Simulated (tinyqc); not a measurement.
# Worked calculation: undoped gate-all-around wire MOSFET, analytic charge model

tinyqc, about 0.02 s, one thread, Intel Xeon 2.30GHz (shared host): `OMP_NUM_THREADS=1 python tinyqc.py 2460021 2460022 out.jsonl` Printed values are rounded.

An undoped round wire of radius R under an insulator shell and a surrounding gate; long channel, electrons only, n = ni exp((psi - V)/Vt) with V the quasi-Fermi potential (0 at the source, Vd at the drain), constant mobility, no quantisation. The radial Poisson equation gives n(r) = n(0)/(1 - (1 - b) r^2/R^2)^2 with b = Q0/(Q + Q0). Q is the electron charge per area of the wire surface.

Inputs (values chosen for the exercise); material values close to those of silicon:
```
symbol    value        unit                                             meaning
T           273           K                                         temperature
Eg         1.11          eV                                            band gap
eps_r      11.8                      relative permittivity of the semiconductor
Nc      2.41e19       cm^-3              conduction-band density of states at T
Nv      2.33e19       cm^-3                 valence-band density of states at T
eox        3.98                     relative permittivity of the gate insulator
tox           1          nm                                 insulator thickness
R             6          nm                                         wire radius
dphi          0           V  gate work function less that of the intrinsic body
mu          180  cm^2/(V s)                                    channel mobility
L           0.1          um                                         gate length
Vg         0.61           V                                        gate voltage
Vd            1           V                                       drain voltage
```

Constants: q = 1.602176634e-19 C, kB = 1.380649e-23 J/K, Vt = kB T/q, eps0 = 8.8541878128e-14 F/cm where lengths are in cm. Results are converted to the units shown.

Range of the model: In a wire this thin, quantum confinement raises the threshold; it is left out. The surface density at the source passes 0.3 Nc, where Boltzmann statistics fail.

## Constants of the wire

ni = sqrt(Nc Nv) exp(-Eg/(2 Vt)), Eg in volts; Cox = eps0 eox/(R ln(1 + tox/R)); Q0 = 4 eps0 eps_r Vt/R; V0 = dphi + Vt ln[8 eps0 eps_r Vt/(q ni R^2)].

ni = 1.34581e9 cm^-3
Cox = 3.81009 uF/cm^2
Q0 = 163.861 nC/cm^2
V0 = 0.509387 V

## Iteration 1: charge at the source by Newton steps

Q at the start = 16 nC/cm^2

With V = 0: f = Q/Cox + Vt ln(Q/Q0) + Vt ln(1 + Q/Q0) - (Vg - V0); f' = 1/Cox + Vt/Q + Vt/(Q + Q0); Q(new) = Q - f/f'.

f = -0.148952 V
f' = 0.00186359 V cm^2/nC
Q after iteration 1 = 95.9272 nC/cm^2

## Iteration 2: charge at the source by Newton steps

As before.

f = -0.0771900 V
f' = 5.98258e-4 V cm^2/nC
Q after iteration 2 = 224.952 nC/cm^2

## Course of the iteration: charge at the source by Newton steps

Stop when Q changes by less than 1e-8 nC/cm^2, or after 40 iterations.

Course of the iteration:
```
iteration,Q (nC/cm^2),|change| (nC/cm^2)
1,95.9272,79.9
2,224.952,129
3,257.204,32.3
4,257.930,0.726
5,257.931,3.14e-4
6,257.931,5.85e-11
```

Converged in 6 iterations. At the end the number of correct digits about doubles with each step.

## Drain current and line charge

Qs = 257.931 nC/cm^2
Qd = 4.08444e-15 nC/cm^2

Q solves Vg - V0 - V = Q/Cox + Vt ln(Q/Q0) + Vt ln(1 + Q/Q0). I = mu (2 pi R/L)[2 Vt (Qs - Qd) + (Qs^2 - Qd^2)/(2 Cox) + Vt Q0 ln((Qd + Q0)/(Qs + Q0))], with Qs at V = 0 and Qd at V = Vd. Electrons per length at the source: 2 pi R Qs/q; surface over centre density: (1 + Qs/Q0)^2.

first term = 0.823517 uA
second term = 0.592441 uA
third term = -0.247328 uA
I = 1.16863 uA
electrons per length = 0.606909 1/nm
surface over centre density = 6.62591

The square-law term makes up 50.7 % of the current.
